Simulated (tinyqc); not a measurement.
Worked calculation: empirical pseudopotential in a few plane waves. One step of it, computed by the program tinyqc.

Question. Levels at G. Diagonalise the Hermitian matrix.

H(k) at G (eV), order +0+0+0, -1-1-1, -1-1+1, -1+1-1, -1+1+1, +1-1-1, +1-1+1, +1+1-1, +1+1+1, -2+0+0, +0-2+0, +0+0-2, +0+0+2, +0+2+0, +2+0+0:
```
[[0.000000, 1.837549, -1.837549, -1.837549, -1.837549, -1.837549, -1.837549, -1.837549, 1.837549, 0.000000, 0.000000, 0.000000, 0.000000, 0.000000, 0.000000],
 [1.837549, 15.531964, 0.000000, 0.000000, -0.734707, 0.000000, -0.734707, -0.734707, 0.000000, -1.837549, -1.837549, -1.837549, -0.529137, -0.529137, -0.529137],
 [-1.837549, 0.000000, 15.531964, 0.734707, 0.000000, 0.734707, 0.000000, 0.000000, -0.734707, -1.837549, -1.837549, 0.529137, 1.837549, -0.529137, -0.529137],
 [-1.837549, 0.000000, 0.734707, 15.531964, 0.000000, 0.734707, 0.000000, 0.000000, -0.734707, -1.837549, 0.529137, -1.837549, -0.529137, 1.837549, -0.529137],
 [-1.837549, -0.734707, 0.000000, 0.000000, 15.531964, 0.000000, 0.734707, 0.734707, 0.000000, 1.837549, -0.529137, -0.529137, -1.837549, -1.837549, 0.529137],
 [-1.837549, 0.000000, 0.734707, 0.734707, 0.000000, 15.531964, 0.000000, 0.000000, -0.734707, 0.529137, -1.837549, -1.837549, -0.529137, -0.529137, 1.837549],
 [-1.837549, -0.734707, 0.000000, 0.000000, 0.734707, 0.000000, 15.531964, 0.734707, 0.000000, -0.529137, 1.837549, -0.529137, -1.837549, 0.529137, -1.837549],
 [-1.837549, -0.734707, 0.000000, 0.000000, 0.734707, 0.000000, 0.734707, 15.531964, 0.000000, -0.529137, -0.529137, 1.837549, 0.529137, -1.837549, -1.837549],
 [1.837549, 0.000000, -0.734707, -0.734707, 0.000000, -0.734707, 0.000000, 0.000000, 15.531964, -0.529137, -0.529137, -0.529137, -1.837549, -1.837549, -1.837549],
 [0.000000, -1.837549, -1.837549, -1.837549, 1.837549, 0.529137, -0.529137, -0.529137, -0.529137, 20.709286, 0.734707, 0.734707, -0.734707, -0.734707, 0.000000],
 [0.000000, -1.837549, -1.837549, 0.529137, -0.529137, -1.837549, 1.837549, -0.529137, -0.529137, 0.734707, 20.709286, 0.734707, -0.734707, 0.000000, -0.734707],
 [0.000000, -1.837549, 0.529137, -1.837549, -0.529137, -1.837549, -0.529137, 1.837549, -0.529137, 0.734707, 0.734707, 20.709286, 0.000000, -0.734707, -0.734707],
 [0.000000, -0.529137, 1.837549, -0.529137, -1.837549, -0.529137, -1.837549, 0.529137, -1.837549, -0.734707, -0.734707, 0.000000, 20.709286, 0.734707, 0.734707],
 [0.000000, -0.529137, -0.529137, 1.837549, -1.837549, -0.529137, 0.529137, -1.837549, -1.837549, -0.734707, 0.000000, -0.734707, 0.734707, 20.709286, 0.734707],
 [0.000000, -0.529137, -0.529137, -0.529137, 0.529137, 1.837549, -1.837549, -1.837549, -1.837549, 0.000000, -0.734707, -0.734707, 0.734707, 0.734707, 20.709286]]
```

Give: eigenvalues.

Answer.

eigenvalues (eV): [-1.4108, 12.1727, 12.1727, 12.1727, 14.7973, 14.7973, 14.7973, 15.2809, 19.1469, 19.2399, 19.2399, 23.3338, 23.3338, 23.3338, 26.1033]
